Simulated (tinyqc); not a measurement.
Plane-wave Kohn-Sham cycle with exchange-only LDA in a layered model solid, step by step. One step of it, computed by the program tinyqc.

Task: Iteration 1: Hamiltonian at one k. H(m,m') = (k + G_m)^2/2 delta + V(G_m - G_m'), with V(-G) = V(G).

A solid whose potential varies along x alone (atomic units):
```
parameter                      value
period a                    9.300000
cross-section of the cell  10.000000
electrons per cell                 2
grid points                       16
plane waves -n..n, n               3
k points                           4
V1 in V1 cos(2 pi x/a)     -0.670000
V2 in V2 cos(4 pi x/a)     -0.070000
```

V(G_m), m = 0, 1, 2, ... (hartree): [-0.273846, -0.335000, -0.035000, 0.000000, 0.000000, 0.000000, 0.000000]

k = 0.125000 2 pi / a

Give: H.

Result:

H (hartree), order -3, -2, -1, +0, +1, +2, +3:
```
[[1.6126, -0.3350, -0.0350, 0.0000, 0.0000, 0.0000, 0.0000],
 [-0.3350, 0.5285, -0.3350, -0.0350, 0.0000, 0.0000, 0.0000],
 [-0.0350, -0.3350, -0.0991, -0.3350, -0.0350, 0.0000, 0.0000],
 [0.0000, -0.0350, -0.3350, -0.2703, -0.3350, -0.0350, 0.0000],
 [0.0000, 0.0000, -0.0350, -0.3350, 0.0150, -0.3350, -0.0350],
 [0.0000, 0.0000, 0.0000, -0.0350, -0.3350, 0.7567, -0.3350],
 [0.0000, 0.0000, 0.0000, 0.0000, -0.0350, -0.3350, 1.9549]]
```
